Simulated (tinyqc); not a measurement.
Adsorption as a lattice gas: isotherms with interactions, competition, desorption peaks and saturation dose: one step, computed by the program tinyqc.

One adsorbate per site; a molecule needs 2 empty sites. Gas and surface have the same temperature.

Task: Desorption peak without interaction. The peak obeys E/(k_B T_p^2) = (nu theta_0/beta) exp(-E/(k_B T_p)) if theta at the peak is theta_0/2. Redhead's shortcut, with the constant 3.46 (3.64 is also in use), reads E back as k_B T_p [ln(nu' T_p/beta) - 3.46], nu' = nu theta_0.

Inputs (values chosen for the exercise, for a model surface):

| quantity | value | unit |
|---|---|---|
| desorption energy E | 0.713 | eV |
| prefactor nu | 5.7e+14 | 1/s |
| heating rate beta | 1.8 | K/s |
| initial coverage theta_0 | 0.11 | - |

Adsorption: dissociative (second order).

Constants: k_B = 8.617333262e-05 eV/K.

Give: peak temperature T_p; E by Redhead's shortcut.

Result:

peak temperature T_p = 249.2 K

E by Redhead's shortcut = 0.7139 eV

The shortcut misses by +0.13 %, since 3.46 stands for ln(E/(k_B T_p)) = 3.50. A prefactor wrong by a factor 100 would shift E by 0.099 eV.
